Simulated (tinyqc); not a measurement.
Sheet resistance of a shallow doped layer with concentration-dependent mobility and limited activation: one step, computed by the program tinyqc.

A layer of one dopant lies in a background of the opposite type. Current flows parallel to the surface down to the junction; depletion is ignored.

Problem. Sheet resistance. C(x) = C_s exp(-x^2/(2 l^2)). Active density N = min(C, C_a); carriers n = N - C_B; mobility mu = mu_min + (mu_max - mu_min)/(1 + ((N + C_B)/N_r)^alpha). Integrals from 0 to x_j, where C = C_B (Gauss-Legendre, 60 points on each smooth piece; 1 nm = 1e-7 cm): dose int C dx, carriers int n dx, mean mobility int n mu dx/int n dx, R_s = 1/(e int n mu dx).

Inputs (values chosen for the exercise, modelled on antimony in silicon): surface concentration C_s = 1.9e+21 1/cm^3; length l = 3 nm; background C_B = 1e+16 1/cm^3; mobility floor mu_min = 61.5 cm^2/(V s); mobility mu_max = 1400 cm^2/(V s); reference density N_r = 9.25e+16 1/cm^3; exponent alpha = 0.705; anneal temperature T = 1150 C.

Profile: Gaussian.

active limit C_a = 3.662984e+19 1/cm^3

Constants: e = 1.602176634e-19 C.

Give: chemical dose; sheet carrier density; mean mobility; sheet resistance R_s; carriers per dopant atom; product R_s x_j.

Solution.

chemical dose = 7.144e+14 1/cm^2

sheet carrier density = 3.440e+13 1/cm^2

mean mobility = 83.73 cm^2/(V s)

sheet resistance R_s = 2167 ohm/square

carriers per dopant atom = 0.04816

product R_s x_j = 32050 ohm nm
